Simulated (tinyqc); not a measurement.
Worked calculation: temperature and isotope dependence of a band gap in oscillator models. Values are carried at full precision from step to step, so a last printed digit may differ when a step is redone from the rounded ones.

E(T) = E0 - sum_i sl_i th_i n_i(T), n = 1/(exp(th/T) - 1). The same coupling lowers the gap at 0 K by the zero-point term ZP = sum_i sl_i th_i/2, so the gap of the static lattice is E0 + ZP. Thermal expansion is taken as part of the slopes.

Values chosen for the exercise (near those of InAs; shifted at random, so the results belong to these values and not to a real crystal): E0 = 0.413 eV (gap at 0 K); th = (42, 200) K (temperatures of two oscillators); sl = (0.0944, 0.2006) meV/K (their high-temperature slopes); T = 50 K (temperature); M = 94.95 u (mean atomic mass); dM = 0.84 u (change of the mean mass (not bounded by the natural isotopes)); T12 = (120, 270) K (temperatures of the fits).

## The gap at T

Give the occupations, the two terms, the gap, ZP and the static gap.

n_i: 0.75967  0.01866

terms (meV): 3.012  0.749

E(T) = 0.4092 eV
ZP = 22.04 meV
static gap = 0.4350 eV

The thermal fall, 3.8 meV, is smaller than the zero-point term, 22.0 meV; the soft oscillator supplies 80 % of the fall but 9 % of ZP. A calculation with clamped ions should be compared with the static gap.

## Slope and asymptote

dE/dT = -sum sl_i (th_i/T)^2 n_i (1 + n_i). At high T, n -> T/th - 1/2, so E -> E0 + ZP - (sum sl_i) T. Give the slope, its ratio to the limit, and the value at 0 K of the tangent drawn at T.

dE/dT = -0.1500 meV/K
ratio to the limiting slope = 0.5086
intercept of the tangent = 0.4167 eV
intercept - E0 = 3.74 meV

The tangent recovers 17 % of ZP: the extrapolation works only from T well above the higher oscillator (200 K).

## Isotope effect

With M -> M + dM the oscillator temperatures scale as M^(-1/2) and the slopes stay. Give th, ZP, E0 (static gap fixed) and E(T) for the new mass, and the linear rule dE0 = ZP dM/(2 M).

th (K): 41.82  199.12

ZP = 21.946 meV
shift of E0 = 0.097 meV
linear rule = 0.098 meV
shift of E(T) = 0.080 meV

The heavier crystal has the wider gap. At 50 K 83 % of the shift at 0 K is left; it fades at high T, where the motion is classical and the mean-square amplitude no longer depends on mass.

## Two common fits

Two-parameter forms are made to pass through the falls at the two temperatures T12: Varshni aV T^2/(T + bV), from the line T^2/fall = (T + bV)/aV; one oscillator s1 t1/(exp(t1/T) - 1), with t1 from the ratio of the falls.

Give the falls and the parameters.

falls (meV): 18.8032  60.1132

aV = 0.3357 meV/K
bV = 137 K
t1 = 134.0 K
s1 = 0.2883 meV/K
ZP of the one-oscillator fit = 19.3 meV

The limiting slope of the model is 0.2950 meV/K; Varshni puts it +14 % off and one oscillator -2 %. The ZP of the fit differs from the true one by -2.7 meV.

## Checks

- Slope by finite differences against the formula (meV/K): both 0.15004.
- Fall at 20 times the higher oscillator temperature against the asymptote (meV): 1158.1 against 1158.0.

Run: tinyqc, `OMP_NUM_THREADS=1 python tinyqc.py 1851180 1851181 out.jsonl`; Intel(R) Xeon(R) Processor @ 2.30GHz, one thread, shared host; about 0.01 s of CPU time with all checks.
